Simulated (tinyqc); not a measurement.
Minority carriers and saturation current of a heavily doped emitter: two steps of the calculation.

n-type, parabolic bands, full ionisation. eta = (EF - Ec)/kB T solves N = Nc F12(eta), F12(x) = (2/sqrt(pi)) int_0^infinity sqrt(u)/(1 + exp(u - x)) du. The gap shrinks rigidly by dEg = E1 [ln(N/N0) + sqrt(ln^2(N/N0) + 0.5)], an empirical law that is here taken as the true narrowing.

Inputs (values chosen for the exercise); band and dielectric values close to those of silicon:

| symbol | value | unit | meaning |
|---|---|---|---|
| T | 300 | K | temperature |
| Eg | 1.13 | eV | band gap |
| Nc | 2.81e19 | cm^-3 | conduction-band density of states at 300 K |
| Nv | 2.69e19 | cm^-3 | valence-band density of states at 300 K |
| N | 4.5e19 | cm^-3 | ionised donor density |
| E1 | 9.1 | meV | energy of the narrowing law |
| N0 | 9.2e16 | cm^-3 | density of the narrowing law |
| mup | 230 | cm^2/(V s) | minority-hole mobility |
| Cn | 2.5e-31 | cm^6/s | Auger coefficient |
| ts | 0.078 | us | defect lifetime |
| W | 71 | nm | emitter width |
| S | 5e6 | cm/s | recombination velocity at the contact |

Constants: q = 1.602176634e-19 C, kB = 1.380649e-23 J/K, Vt = kB T/q. Results are converted to the units shown.

Question 1. Effective intrinsic density. ni = sqrt(Nc Nv) exp(-Eg/(2 Vt)), Eg in volts; degeneracy factor g = F12(eta) exp(-eta); nie^2 = ni^2 exp(dEg/kB T) g, p0 = nie^2/N; apparent narrowing dEg + kB T ln g.

converged eta = 1.0249682

Give: ni; dEg; g; apparent narrowing; nie; p0.

Answer 1.

ni = 8.8644e9 cm^-3
dEg = 113.07 meV
g = 0.57460
apparent narrowing = 98.748 meV
nie = 5.9854e10 cm^-3
p0 = 79.612 cm^-3

Narrowing multiplies p0 by 79.3 and degeneracy by 0.575.

Question 2. Saturation current. 1/tau = Cn N^2 + 1/ts, D = mup Vt, L = sqrt(D tau); J0 = (q p0 D/L)(s + tanh(W/L))/(1 + s tanh(W/L)), s = S L/D; the share recombining inside is 1 - 1/[cosh(W/L)(1 + tanh(W/L)/s)].

p0 = 79.611594 cm^-3

Wanted: tau; L; s; J0; share recombining inside.

Answer 2.

tau = 1.9265 ns
L = 1070.3 nm
s = 90.001
J0 = 9167.7 fA/cm^2
share recombining inside = 0.29302 %

The emitter is transparent: most holes reach the contact.

Range of the model: Band tails, non-parabolic bands and incomplete ionisation are left out.

Numbers from tinyqc (`OMP_NUM_THREADS=1 python tinyqc.py 2330174 2330175 out.jsonl`; about 0.01 s on one thread of a shared Intel Xeon 2.30GHz).
